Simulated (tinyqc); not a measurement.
Plane-wave Kohn-Sham cycle with exchange-only LDA in a layered model solid, step by step. One step of it, computed by the program tinyqc.

Question. Iteration 1: potential. V_H(G) = 4 pi rho(G)/G^2 for G != 0 (uniform background); v_x = -(3 rho/pi)^(1/3); V = V_ext + V_H + v_x; Fourier components f(G_m) = (1/N) sum_j f(x_j) exp(-i G_m x_j).

A solid whose potential varies along x alone (atomic units):
```
parameter,value
period a,12.000000
cross-section of the cell,30.000000
electrons per cell,2
grid points,16
"plane waves -n..n, n",2
k points,1
V1 in V1 cos(2 pi x/a),-0.770000
V2 in V2 cos(4 pi x/a),-0.080000
```

density at the start, on the grid x_j = j a/N (e/bohr^3): 0.00555556  0.00555556  0.00555556  0.00555556  0.00555556  0.00555556  0.00555556  0.00555556  0.00555556  0.00555556  0.00555556  0.00555556  0.00555556  0.00555556  0.00555556  0.00555556

Give: Potentials on the grid; V(G_m), m = 0, 1, 2, ....

Answer.

Potentials on the grid (hartree):
```
x,V_ext,V_H,v_x,V
0.0000,-0.8500,0.0000,-0.1744,-1.0244
0.7500,-0.7680,0.0000,-0.1744,-0.9424
1.5000,-0.5445,0.0000,-0.1744,-0.7189
2.2500,-0.2381,0.0000,-0.1744,-0.4125
3.0000,0.0800,0.0000,-0.1744,-0.0944
3.7500,0.3512,0.0000,-0.1744,0.1768
4.5000,0.5445,0.0000,-0.1744,0.3701
5.2500,0.6548,0.0000,-0.1744,0.4804
6.0000,0.6900,0.0000,-0.1744,0.5156
6.7500,0.6548,0.0000,-0.1744,0.4804
7.5000,0.5445,0.0000,-0.1744,0.3701
8.2500,0.3512,0.0000,-0.1744,0.1768
9.0000,0.0800,0.0000,-0.1744,-0.0944
9.7500,-0.2381,0.0000,-0.1744,-0.4125
10.5000,-0.5445,0.0000,-0.1744,-0.7189
11.2500,-0.7680,0.0000,-0.1744,-0.9424
```

V(G_m), m = 0, 1, 2, ... (hartree): -0.1744  -0.3850  -0.0400  0.0000  0.0000
